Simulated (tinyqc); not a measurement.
Charge control and current of a heterostructure field-effect transistor. From one set of inputs to another, one input at a time. Computed by tinyqc, a small Python program. Command: `OMP_NUM_THREADS=1 python tinyqc.py 3010734 3010735 out.jsonl hemt ladder`. One thread of a shared host (Intel(R) Xeon(R) Processor @ 2.30GHz), about 0.02 s of CPU time with the checks.

Two subbands in a triangular well; E_F is counted from the conduction band edge of the channel at the interface.

The inputs printed are set A. Inputs not listed in the table keep their values of set A, so the rows need not describe a real material.

Inputs (values chosen for the exercise, modelled on AlGaN/GaN):
```
quantity                                  value        unit
channel mass m                              0.2         m_0
permittivity eps (barrier and channel)     9.29           -
barrier thickness d                          16          nm
Schottky barrier phi_B                      1.1          eV
conduction band offset dE_c                0.22          eV
polarisation charge sigma/e             8.6e+12      1/cm^2
gate voltage V_G                          -0.29           V
mobility mu                                2000  cm^2/(V s)
saturation velocity v_s                     1.3    1e7 cm/s
gate length L                                55          nm
source resistance R_S                         0      ohm mm
temperature T                               300           K
mixing                                      0.5           -
iteration cap                               200           -
```

Charge source: polarisation. Velocity law: two-piece.

Constants: e = 1.602176634e-19 C; eps_0 = 8.8541878128e-12 F/m; k_B = 8.617333262e-05 eV/K; hbar = 1.054571817e-34 J s; m_0 = 9.1093837015e-31 kg; k_B = 1.380649e-23 J/K.

Method:
- Threshold V_T = phi_B - dE_c - sigma d/(eps eps_0) (in volts); C_b = eps eps_0/d.
- Charge control: n_s = C_b (V_G - V_T - E_F/e)/e. Well: mean field F = e n_s/(2 eps eps_0), E_i = (hbar^2/2m)^(1/3) [(3 pi e F/2)(i + 3/4)]^(2/3), i = 0, 1; n_s = D k_B T sum_i ln(1 + exp((E_F - E_i)/k_B T)), D = m/(pi hbar^2), which is solved in closed form for E_F.
- Iteration from n_s = C_b (V_G - V_T)/(2e): E_F from n_s, n_out from the charge control, n_new = n_s + mixing (n_out - n_s), kept above n_s/10; stop when |n_out/n_s - 1| < 1e-9.
- C_g = e dn_s/dV_G = 1/(1/C_b + 1/C_q), 1/C_q = d(E_F/e)/d(e n_s) by a central difference of +/- 0.1 % in n_s; added distance dd = eps eps_0/C_q.
- With V = e n_s/C_g and V_c = v_s L/mu: for v = mu F up to v_s, I/W = C_g v_s V_c (sqrt(1 + (V/V_c)^2) - 1) and V_Dsat = V + V_c - sqrt(V^2 + V_c^2); g_m = dI/dV; extrinsic g_m/(1 + g_m R_S); f_T = g_m/(2 pi C_g L).

Each row keeps all changes above it:
```
input moved                                from     to  extrinsic g_m (mS/mm)  intrinsic f_T (GHz)  gate capacitance C_g (microfarad/cm^2)
set A                                         -      -                 592.88               376.07                                 0.45620
gate length L (nm)                           55     69                 592.78               299.72                                 0.45620
Schottky barrier phi_B (eV)                 1.1    1.2                 591.07               299.70                                 0.45491
permittivity eps (barrier and channel)     9.29   9.23                 587.67               299.70                                 0.45229
conduction band offset dE_c (eV)           0.22   0.53                 592.28               299.75                                 0.45576
polarisation charge sigma/e (1/cm^2)    8.6e+12  2e+13                 608.75               299.85                                 0.46829
barrier thickness d (nm)                     16     22                 453.45               299.85                                 0.34881
```

Extrinsic g_m goes from 593 to 453, a factor 0.765 in all. The largest single move comes from barrier thickness d (a factor 0.745). Intrinsic f_T goes from 376 to 300, a factor 0.797 in all. The largest single move comes from gate length L (a factor 0.797). Gate capacitance C_g goes from 0.456 to 0.349, a factor 0.765 in all. The largest single move comes from barrier thickness d (a factor 0.745). The single moves hold for this order of the switches; the total does not depend on the order.

Caution (rows polarisation charge sigma/e, barrier thickness d): E_F lies above the conduction band minimum of the barrier, so electrons would spill into the barrier.

Extremes, crossings and ranges named in words are read from the listed rows.
